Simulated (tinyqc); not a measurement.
Electromigration in a confined line: Blech product, Korhonen stress evolution and Black's law: one step, computed by the program tinyqc. Command: `OMP_NUM_THREADS=1 python tinyqc.py 3030349 3030350 out.jsonl emigr walk`. One thread of a shared host (Intel(R) Xeon(R) Processor @ 2.30GHz), about 0.01 s of CPU time with the checks.

The electron wind pushes atoms from the cathode (x = 0) to the anode (x = L); blocking ends build a back stress (tension positive). The input rho is taken not to change with temperature. d sigma/dt = d/dx [kappa (d sigma/dx + G)], with zero flux at both ends and sigma = sigma_0 at t = 0.

Question. Time to nucleate a void. sigma(x, t) = sigma_0 + G L [1/2 - x/L - 4 sum_(m odd) cos(m pi x/L) exp(-m^2 pi^2 s)/(m pi)^2], s = t/tau, summed to m = 399. Solve sigma(0, t) = sigma_c for s; the semi-infinite estimate is t = (pi/kappa) ((sigma_c - sigma_0)/(2 G))^2.

Inputs (values chosen for the exercise, close to those used for cobalt lines):
```
quantity                 value  unit
critical stress sigma_c    450   MPa
initial stress sigma_0     170   MPa
line length L               82    um
test temperature T         220     C
```

Start: thermal stress.

stress gradient G = 125.3739 MPa/um

tau = 149892.5 h

kappa = 1.246078e-17 m^2/s

Give: nucleation time; semi-infinite estimate.

Answer.

nucleation time = 87.326 h

semi-infinite estimate = 87.326 h

The two agree: the void nucleates before the far end is felt, so the time scales as 1/j^2 and not with L.
